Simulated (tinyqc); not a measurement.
## Polarisation charge from two barrier thicknesses

Question. VT = phiB - dEc - q sigma d/(eps0 eps_r). Find sigma, phiB - dEc and the thickness at which VT = 0.

Parameters, values chosen for the exercise:
```
symbol  value  unit                                       meaning
eps_r     9.1        relative permittivity of barrier and channel
```

Constants: q = 1.602176634e-19 C, eps0 = 8.8541878128e-14 F/cm where lengths are in cm. Results are converted to the units shown.

VT for d = 18 and 24 nm (V): [-2.9757285, -4.2451714]

Solution. VT is linear in d.

sigma = 1.064e13 cm^-2
phiB - dEc = 0.8326 V
thickness for VT = 0 = 3.935 nm

Program tinyqc, `OMP_NUM_THREADS=1 python tinyqc.py 2570132 2570133 out.jsonl`; Intel Xeon 2.30GHz, shared host, one thread, about 0.02 s.
